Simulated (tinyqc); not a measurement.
Inside a calculation: round or elliptic silicon nanowire with anisotropic valleys (Ritz method). Values are carried at full precision from step to step, so a last printed digit may differ when a step is redone from the rounded ones.

Wire along x = [100] on a (001) wafer, y = [010], z = [001]. Valley groups, two valleys each (w = inverse masses): A, axis along z: w_y = 1/mt, w_z = 1/ml, m_x = mt; B, axis along y: w_y = 1/ml, w_z = 1/mt, m_x = mt; C, axis along x: w_y = w_z = 1/mt, m_x = ml.

Constants: hbar^2/2m0 = 3.80998211 eV angstrom^2; kB = 8.617333262e-05 eV/K.

Parameters, chosen for this exercise (near those of a Si nanowire; shifted at random, so the results belong to these values and not to a real crystal): ml = 0.907 m0 (longitudinal mass); mt = 0.193 m0 (transverse mass); a = 26 angstrom (semi-axis along y); b = 36 angstrom (semi-axis along z); group = A (valley group worked out); T = 350 K (temperature).

## Stretching the ellipse

Scaling y by 1/sqrt(w_y) and z by 1/sqrt(w_z) makes the mass 1 and the semi-axes A = a/sqrt(w_y), B = b/sqrt(w_z). List them with the one-function estimate 3c (1/A^2 + 1/B^2) and the slender limit c (pi/2s)^2 (1 + 2s/(pi l)), s and l the smaller and larger of A, B; c = hbar^2/2m0.

Groups:
```
group  g      A      B  axis ratio  one function (eV)  slender limit (eV)
A      2  11.42  34.29       3.002             0.0973              0.0873
B      2  24.76  15.82       1.566             0.0643              0.0529
C      2  11.42  15.82       1.385             0.1333              0.1052
```

The one-function value suits axis ratios near 1 and the slender limit ratios well above 2.

## Matrices of three even functions

Hard wall on the ellipse (y/a)^2 + (z/b)^2 = 1, c = hbar^2/2m0. With u = y/a, v = z/b the operator is -c [(w_y/a^2) d2/du2 + (w_z/b^2) d2/dv2] on the unit disc. Basis (1 - u^2 - v^2) u^i v^j; S, X and Y are the disc integrals of f f', (df/du)(df'/du) and (df/dv)(df'/dv), from the integral of u^p v^q = 2 Gamma((p+1)/2) Gamma((q+1)/2)/((p + q + 2) Gamma((p+q+2)/2)) for even p, q; H = c (w_y X/a^2 + w_z Y/b^2).

Basis 1, u^2, v^2 times (1 - u^2 - v^2); form S and H for the chosen group.

S, lower triangle:
```
            1       u^2       v^2
1    1.047198
u^2  0.130900  0.039270
v^2  0.130900  0.013090  0.039270
```

H (meV), lower triangle:
```
            1      u^2     v^2
1    101.9248
u^2   16.9875  21.6607
v^2   16.9875   2.1234  8.0674
```

## Lowest level in this basis

Solve H p = E S p for the wire level; give E, the ratios p2/p1 and p3/p1, and H11/S11.

E = 91.0 meV

ratios: -0.22  -1.08

one function = 97.3 meV

The two added functions lower the level by 6.3 meV (6.5 %), mostly by narrowing the state along v, the direction in which the stretched ellipse is long.

## Subbands

Converged values use 21 functions of each parity class (e or o in u, then in v).

The nine lowest levels of all groups and parity classes.

Subbands:
```
group, parity  g  m_x (m0)  E (eV)
B ee           2    0.1930  0.0617
A ee           2    0.1930  0.0908
B oe           2    0.1930  0.1232
C ee           2    0.9070  0.1281
A eo           2    0.1930  0.1341
B eo           2    0.1930  0.1891
A ee           2    0.1930  0.1900
B ee           2    0.1930  0.2114
A eo           2    0.1930  0.2592
```

At 350 K and without degeneracy the populations go as g sqrt(m_x) exp(-E/kB T): among these nine the lowest level holds 53 % and the light transport mass mt 87 % of the electrons.

## Checks

- Circle of radius a with both masses mt against c (2.404826/R)^2/m, eV: both 0.1689.

Run: tinyqc, `OMP_NUM_THREADS=1 python tinyqc.py 1281641 1281642 out.jsonl`; Intel(R) Xeon(R) Processor @ 2.30GHz, one thread, shared host; about 0.07 s of CPU time with all checks.
